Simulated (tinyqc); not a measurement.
Valence-band offset from core levels (Kraut method), with the dipole against the affinity rule: one step of the calculation.

Binding energies are counted downwards from the Fermi level. dEv > 0 means that the valence edge of B lies below that of A, dEc > 0 that the conduction edge of B lies above that of A; dEc + dEv = EgB - EgA. The spectra are made-up values treated as data.

Problem. Interface dipole. The affinity rule gives dEc(0) = chiA - chiB; the dipole step is D = dEc - dEc(0), and two sheets of opposite charge dd apart hold N = eps0 ei |D|/(q dd).

Parameters, values chosen for the exercise; gaps and affinities close to those of 4H silicon carbide (A) and titanium oxide (B):
```
symbol  value  unit                                        meaning
chiA     3.61    eV                         electron affinity of A
chiB     3.96    eV                         electron affinity of B
ei        5.4        relative permittivity inside the dipole layer
dd       0.23    nm                  thickness of the dipole layer
```

Constants: q = 1.602176634e-19 C, eps0 = 8.8541878128e-14 F/cm where lengths are in cm. Results are converted to the units shown.

dEc = 0.23458937 eV

Find: dEc(0); D; N; field in the dipole layer.

Solution.

dEc(0) = -0.3500 eV
D = 0.5846 eV
N = 7.585e13 cm^-2
field in the dipole layer = 25.42 MV/cm

N is 0.11 elementary charges for each of about 7e14 surface atoms per cm^2.

tinyqc, about 0.01 s, one thread, Intel Xeon 2.30GHz (shared host): `OMP_NUM_THREADS=1 python tinyqc.py 2410130 2410131 out.jsonl`
